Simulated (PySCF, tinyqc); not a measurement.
Worked calculation: MP2 on RHF in the sto-3g basis, for H4, spin multiplicity 1. The lowest restricted solution is unstable here: a spin-polarised one lies 0.0364 hartree lower (PySCF). One step of it, computed by the program tinyqc.

Task: Integrals over molecular orbitals. (pq|rs) = sum C_ip C_jq C_kr C_ls (ij|kl), one index at a time.

coefficients C:
```
            MO1        MO2        MO3        MO4
1H 1s  0.271075   0.559338   0.710286  -0.545153
2H 1s  0.457594   0.364795  -0.425629   1.027131
3H 1s  0.457594  -0.364795  -0.425629  -1.027131
4H 1s  0.271075  -0.559338   0.710286   0.545153
```

core Hamiltonian H = T + V (hartree), lower triangle:
```
           1H 1s      2H 1s      3H 1s      4H 1s
1H 1s  -1.286832
2H 1s  -0.698027  -1.641239
3H 1s  -0.168594  -0.978172  -1.641239
4H 1s  -0.016014  -0.168594  -0.698027  -1.286832
```

Two-electron integrals (ij|kl) in chemists' order, unique and non-zero (hartree):
```
(11|11) 0.774606   (21|11) 0.220648   (21|21) 0.086927   (22|11) 0.413223
(22|21) 0.220648   (22|22) 0.774606   (31|11) 0.035777   (31|21) 0.015750
(31|22) 0.046620   (31|31) 0.003273   (32|11) 0.150882   (32|21) 0.081115
(32|22) 0.304255   (32|31) 0.020233   (32|32) 0.153359   (33|11) 0.237176
(33|21) 0.124108   (33|22) 0.474473   (33|31) 0.035777   (33|32) 0.304255
(33|33) 0.774606   (41|11) 0.002157   (41|21) 0.001053   (41|22) 0.003495
(41|31) 0.000247   (41|32) 0.001729   (41|33) 0.003495   (41|41) 0.000021
(42|11) 0.019050   (42|21) 0.009799   (42|22) 0.035777   (42|31) 0.002580
(42|32) 0.020233   (42|33) 0.046620   (42|41) 0.000247   (42|42) 0.003273
(43|11) 0.071252   (43|21) 0.034912   (43|22) 0.124108   (43|31) 0.009799
(43|32) 0.081115   (43|33) 0.220648   (43|41) 0.001053   (43|42) 0.015750
(43|43) 0.086927   (44|11) 0.153606   (44|21) 0.071252   (44|22) 0.237176
(44|31) 0.019050   (44|32) 0.150882   (44|33) 0.413223   (44|41) 0.002157
(44|42) 0.035777   (44|43) 0.220648   (44|44) 0.774606
```

Give: one-electron integrals over orbitals h = C^T H C; Two-electron integrals over orbitals.

Result:

one-electron integrals over orbitals h = C^T H C (hartree), lower triangle:
```
        1       2       3       4
1  -1.718
2   0.000  -1.404
3   0.155   0.000  -1.216
4   0.000  -0.120   0.000  -0.969
```

Two-electron integrals over orbitals (pq|rs), unique and non-zero (hartree):
```
(11|11) 0.491    (21|21) 0.135    (22|11) 0.397    (22|22) 0.426
(31|11) -0.092   (31|22) 0.020    (31|31) 0.105    (32|21) 0.103
(32|32) 0.161    (33|11) 0.409    (33|22) 0.424    (33|31) 0.008
(33|33) 0.439    (41|21) 0.049    (41|32) -0.047   (41|41) 0.108
(42|11) 0.090    (42|22) -0.011   (42|31) -0.096   (42|33) -0.013
(42|42) 0.101    (43|21) -0.132   (43|32) -0.106   (43|41) -0.048
(43|43) 0.143    (44|11) 0.513    (44|22) 0.423    (44|31) -0.095
(44|33) 0.436    (44|42) 0.098    (44|44) 0.564
```
